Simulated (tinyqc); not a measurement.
# Charge pumping in an n-channel transistor: what changes with what

The gate is pulsed from accumulation to inversion and back. Energies E are counted from the intrinsic level; Dit(E) = D0 [1 + b (2 E/Eg)^2]. During each edge the traps near the bands emit their carriers, and those between Eh and Ee recombine once a cycle.

Values chosen for this exercise; band and dielectric values close to those of silicon: temperature T = 300 K; band gap Eg = 1.11 eV; conduction-band density of states at 300 K Nc = 2.83e19 cm^-3; valence-band density of states at 300 K Nv = 2.6e19 cm^-3; gate area A = 0.15 um^2; trap density at midgap D0 = 1.4e11 cm^-2 eV^-1; rise of the trap density towards the band edges b = 0; cross-section for electrons sn = 2e-15 cm^2; cross-section for holes sp = 6.8e-16 cm^2; thermal velocity at 300 K, one nominal value for electrons and holes vth = 1.8e7 cm/s; Vth - Vfb dV = 0.72 V; pulse height Va = 2.3 V; frequency f = 99000 Hz; rise time tr = 300 ns.

Constants: q = 1.602176634e-19 C, kB = 1.380649e-23 J/K, Vt = kB T/q. Results are converted to the units shown.

Each table varies one quantity; the others keep the values above.

## Scanning the upper gap with the fall time

ni = sqrt(Nc Nv) exp(-Eg/(2 Vt)), Eg in volts; emission times te = (dV/Va) tf and th = (dV/Va) tr; Ee = -Vt ln(vth sn ni te), Eh = +Vt ln(vth sp ni th). Nit = integral of Dit from Eh to Ee = D0 [Ee - Eh + 4 b (Ee^3 - Eh^3)/(3 Eg^2)], Qcp = q A Nit, Icp = f Qcp.

The same in every row: Eh (eV) = -0.2875.

Scanning the upper gap with the fall time:

| tf (ns) | Ee (eV) | Nit (cm^-2) | Icp (pA) |
|---|---|---|---|
| 1.1 | 0.4046 | 9.689e10 | 2.305 |
| 4.1 | 0.3706 | 9.213e10 | 2.192 |
| 15 | 0.3371 | 8.744e10 | 2.080 |
| 58 | 0.3021 | 8.254e10 | 1.964 |
| 220 | 0.2676 | 7.772e10 | 1.849 |
| 810 | 0.2339 | 7.300e10 | 1.737 |
| 3100 | 0.1992 | 6.814e10 | 1.621 |

Read the table: what changes, and by how much?

Ee falls from 0.405 to 0.199 eV, by Vt ln 10 a decade, and Icp falls from 2.31 to 1.62 pA. The slope -dNit/d(ln tf)/Vt gives Dit = 1.40e11 cm^-2 eV^-1 near E = 0.388 eV and 1.40e11 near 0.217 eV: constant, as the profile is flat.

## Triangular pulses against frequency

Same model as above.

For a symmetric triangular wave tr = tf = 1/(2 f).

Triangular pulses against frequency:

| f (Hz) | Ee (eV) | Eh (eV) | Nit (cm^-2) | Icp (pA) | Qcp (fC) |
|---|---|---|---|---|---|
| 2200 | 0.088204 | -0.11609 | 2.8602e10 | 0.015122 | 0.0068737 |
| 5100 | 0.10994 | -0.13783 | 3.4688e10 | 0.042515 | 0.0083363 |
| 12000 | 0.13206 | -0.15995 | 4.0881e10 | 0.11790 | 0.0098249 |
| 26000 | 0.15205 | -0.17994 | 4.6478e10 | 0.29042 | 0.011170 |
| 59000 | 0.17323 | -0.20112 | 5.2410e10 | 0.74313 | 0.012595 |
| 1.3e5 | 0.19366 | -0.22155 | 5.8128e10 | 1.8161 | 0.013970 |
| 3e5 | 0.21527 | -0.24316 | 6.4181e10 | 4.6273 | 0.015424 |
| 6.9e5 | 0.23681 | -0.26470 | 7.0210e10 | 11.643 | 0.016873 |
| 1.6e6 | 0.25855 | -0.28644 | 7.6299e10 | 29.339 | 0.018337 |
| 3.5e6 | 0.27879 | -0.30668 | 8.1965e10 | 68.944 | 0.019698 |

Qcp rises from 0.00687 to 0.0197 fC, by 0.00401 fC a decade between the first two rows and 0.00401 between the last two (2 q A D0 Vt ln 10 = 0.00401 fC): faster edges leave less time for emission and widen the window, so Icp grows faster than f, as f^(1.14).

Range of the model: The Fermi levels of inversion and accumulation are taken to lie beyond Ee and Eh, the flat tops to fill all traps, and no geometric current is added.

tinyqc, about 0.01 s, one thread, Intel Xeon 2.30GHz (shared host): `OMP_NUM_THREADS=1 python tinyqc.py 2030120 2030121 out.jsonl`
